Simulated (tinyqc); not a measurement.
Inside a calculation: phonon-assisted absorption at an indirect gap. Values are carried at full precision from step to step, so a last printed digit may differ when a step is redone from the rounded ones.

alpha(E) = sum_j A_j [N_j (E - Eg + w_j)^2 + (N_j + 1)(E - Eg - w_j)^2], each bracket counted only where its base is positive; N_j = 1/(exp(w_j/kB T) - 1). The first term absorbs a phonon and the second emits one; excitons and direct transitions are left out.

Constants: kB = 8.617333262e-05 eV/K.

Parameters, chosen for this exercise (loosely those of Si at room temperature; Eg is not tied to T; not measured data): Eg = 1.128 eV (indirect gap, held fixed unless listed); w = (59.7, 17.4) meV (two zone-edge phonons); A = (3100, 170) 1/(cm eV^2) (their strengths); T = 300 K; E = 1.489 eV (photon energy); nr = 3.61 (refractive index); d = 96 micrometre (thickness); xj = 0.21 micrometre (dead layer at the surface); W = 2.4 micrometre (depleted width); L = 100 micrometre (minority diffusion length below it).

## The four branches at one energy

Evaluate the occupations and each term.

N_j: 0.1103  1.041

terms with phonon absorption (1/cm): 60.51  25.35

terms with phonon emission (1/cm): 312.5  40.97

alpha = 439.3 1/cm
wavelength hc/E (hc = 1239.841984 eV nm) = 832.7 nm

Phonon absorption supplies 19.5 % of alpha; the depth 1/alpha is 22.8 micrometre.

## What a slab does with it

Slab of thickness d in air, incoherent passes: R = ((nr - 1)/(nr + 1))^2, x = exp(-alpha d); transmitted Tr = (1 - R)^2 x/(1 - R^2 x^2), reflected Rt = R + (1 - R)^2 R x^2/(1 - R^2 x^2), absorbed Ab = (1 - R)(1 - x)/(1 - R x).

d in cm is 1e-4 times the value in micrometres.

R = 0.3205
x = 0.0147
Tr = 0.0068
Rt = 0.3206
Ab = 0.6726

A single pass would absorb (1 - R)(1 - x) = 0.6694; the back face adds 0.0032.

## Quantum efficiency of a diode

Photodiode (Gaertner form with a dead layer): QE = (1 - R) exp(-alpha xj) [1 - exp(-alpha W)/(1 + alpha L)], R = ((nr - 1)/(nr + 1))^2; responsivity = QE/E in A/W for E in eV.

Evaluate the factors; 1 micrometre = 1e-4 cm.

passes the dead layer = 0.9908
collected share = 0.8331
QE = 0.5609
responsivity = 0.3767 A/W

Without diffusion from below the collected share would be 0.1001.

## Checks

- Tr + Rt + Ab against 1: both 1.000000.

Computed by tinyqc, a small Python program: `OMP_NUM_THREADS=1 python tinyqc.py 1681895 1681896 out.jsonl` (the numbers bound the seed that draws the inputs); one thread of a shared host (Intel(R) Xeon(R) Processor @ 2.30GHz), about 0.01 s for the whole set of steps.
